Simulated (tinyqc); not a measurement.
Inside a calculation: donors with valley-orbit split 1s states. Values are carried at full precision from step to step, so a last printed digit may differ when a step is redone from the rounded ones.

Each donor binds at most one electron, in any of its states. For a site s, W_s = sum over its states of g exp(E/kT), and the ionised share is 1/(1 + W_s exp(eta)), eta = (EF - Ec)/kT; n = Nc F_1/2(eta); neutrality n + NA = ND x (mean ionised share); holes are neglected. Nc from N = 2 (m kB T/(4 pi c))^(3/2) with c = hbar^2/2m0, in 1/angstrom^3; times 1e24 for 1/cm^3, m = md. F_j(eta) = (1/Gamma(j + 1)) integral_0^infinity x^j dx/(1 + exp(x - eta)), which tends to exp(eta) for eta << 0.

Constants: hbar^2/2m0 = 3.80998211 eV angstrom^2; kB = 8.617333262e-05 eV/K.

Values chosen for the exercise (near those of P in Si; not measured data):
- md = 1.061 m0 (density-of-states mass of the conduction band)
- E = (45.3, 34.1, 32.3) meV (binding energies of 1s(A1), 1s(T2), 1s(E))
- g = (2, 6, 4) (their degeneracies with spin)
- T = 300 K
- ND = 7.6e+16 1/cm^3 (donors)
- NA = 0 1/cm^3 (compensating acceptors, all ionised)
- mu0 = 68 cm^2/(V s) (mobility at heavy doping)
- mu1 = 1332 cm^2/(V s) (mobility at light doping and 300 K)
- Nr = 9.7e+16 1/cm^3 (reference doping)
- de = 0.72 (doping exponent)
- ga = 2.3 (temperature exponent)

## Partition sums of the neutral donor

Give each term g exp(E/kT), W_s, and the effective degeneracy W_s exp(-E_ground/kT).

Nc = 2.7425e+19 1/cm^3

terms: 1s(A1) 11.54, 1s(T2) 22.44, 1s(E) 13.95

W_s: donor 47.928

effective degeneracy: donor 8.310

The ground state alone would give 2 and all states together 12; here the excited states hold 76 % of the bound electrons.

## Neutrality

Solve for eta.

eta = -6.000
n = 6.79e+16 1/cm^3

ionised share: donor 0.894

n is 0.894 of ND - NA.

## Mobility and resistivity

Mobility (Caughey-Thomas form): mu = mu0 + (mu1 (T/300)^(-ga) - mu0)/(1 + ((ND + NA)/Nr)^de); rho = 1/(e n mu), e = 1.602176634e-19 C.

Compare with full ionisation, n = ND - NA.

mu = 755.4 cm^2/(V s)
rho = 0.122 ohm cm
rho at full ionisation = 0.109 ohm cm

Incomplete ionisation raises rho by a factor 1.12.

## Checks

- n at ND = 1e13 1/cm^3 against the root of n^2 = (Nc/W)(ND - n) (1/cm^3): both 1.000e+13.

Program tinyqc; command `OMP_NUM_THREADS=1 python tinyqc.py 1682111 1682112 out.jsonl`; about 0.01 s on one thread of a shared Intel(R) Xeon(R) Processor @ 2.30GHz.
